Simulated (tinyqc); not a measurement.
# Elastic trap-assisted tunnelling through a dielectric: two studies

Emitter at x = 0 (Fermi level 0), collector at x = t (Fermi level -V), band edge U(x) = phi - F x, F = V/t. A trap at x has the energy E = U(x) - Et. With G(u) = (4/(3 F)) sqrt(mo/C) max(u, 0)^1.5, C = hbar^2/(2 m0): S1 = G(phi - E) - G(Et), S2 = G(Et) - G(phi - V - E), T1,2 = exp(-S1,2). The steady rate through one trap is nu T1 T2 (f1 - f2)/(T1 + T2), f1 = f(E), f2 = f(E + V), f(y) = 1/(1 + exp(y/Vt)); both contacts offer states at E.

Values chosen for this exercise; dielectric values close to those of silicon dioxide:
- T = 350 K (temperature)
- phi = 3.07 eV (barrier above the emitter Fermi level)
- mo = 0.52 m0 (tunnelling mass)
- t = 5.8 nm (thickness)
- Et = 2.9 eV (trap depth below the band edge of the dielectric)
- Nt = 1.3e17 cm^-3 (trap density)
- nu = 1e14 1/s (attempt frequency)
- V = 1.62 V (voltage)

Constants: q = 1.602176634e-19 C, kB = 1.380649e-23 J/K, hbar = 1.054571817e-34 J s, m0 = 9.1093837015e-31 kg, Vt = kB T/q, hbar^2/(2 m0) = 0.0380998212 eV nm^2. Results are converted to the units shown.

Each table varies one quantity; the others keep the values above.

## Effect of the thickness at fixed voltage

J = q Nt times the integral of the rate over x. Direct S = (4/(3 F)) sqrt(mo/C) [phi^1.5 - max(phi - V, 0)^1.5].

Results:

| t (nm) | J (A/cm^2) | x of the peak over t | larger S there | direct S |
|---|---|---|---|---|
| 2.5 | 0.00501 | 0.460 | 15.6 | 27.6 |
| 3.4 | 1.87e-5 | 0.461 | 21.2 | 37.6 |
| 4.4 | 3.77e-8 | 0.462 | 27.4 | 48.6 |
| 5.3 | 1.41e-10 | 0.462 | 33.0 | 58.5 |
| 6.2 | 5.29e-13 | 0.462 | 38.6 | 68.5 |
| 8.1 | 4.00e-18 | 0.463 | 50.4 | 89.5 |
| 9 | 1.50e-20 | 0.463 | 56.0 | 99.4 |

Estimate the missing row, t = 7.1 nm.

Computed row:

| t (nm) | J (A/cm^2) | x of the peak over t | larger S there | direct S |
|---|---|---|---|---|
| 7.1 | 1.98e-15 | 0.463 | 44.2 | 78.4 |

With this row back in the table: J falls from 0.00501 to 1.50e-20 A/cm^2, on average 2.70 decades a nanometre, against 4.80 for the direct exponent: trap-assisted leakage falls more slowly, so it gains on direct tunnelling as the layer thickens.

## Effect of the trap depth

Same model as above.

The same in every row: direct S = 64.1.

Effect of the trap depth:

| Et (eV) | J (A/cm^2) | x of the peak over t | larger S there |
|---|---|---|---|
| 1.38 | 2.13e-20 | 0.444 | 25.0 |
| 1.63 | 1.02e-17 | 0.453 | 27.4 |
| 1.88 | 5.61e-15 | 0.460 | 29.5 |
| 2.13 | 3.23e-12 | 0.464 | 31.5 |
| 2.38 | 1.93e-10 | 0.456 | 32.4 |
| 2.63 | 4.16e-11 | 0.458 | 34.3 |
| 2.88 | 7.26e-12 | 0.462 | 36.0 |
| 3.13 | 1.39e-12 | 0.465 | 37.6 |
| 3.38 | 2.86e-13 | 0.468 | 39.1 |

J goes from 2.13e-20 through a maximum of 1.93e-10 (at Et = 2.38 eV among the rows listed) to 2.86e-13 A/cm^2. Shallow traps near the emitter lie above its Fermi level and stay empty, while deep traps face higher barriers, so a middle depth conducts best.

Range of the model: Phonon-assisted (inelastic) capture, chains of traps and a spread of trap depths are left out.

Program tinyqc, `OMP_NUM_THREADS=1 python tinyqc.py 2370169 2370170 out.jsonl`; Intel Xeon 2.30GHz, shared host, one thread, about 0.06 s.
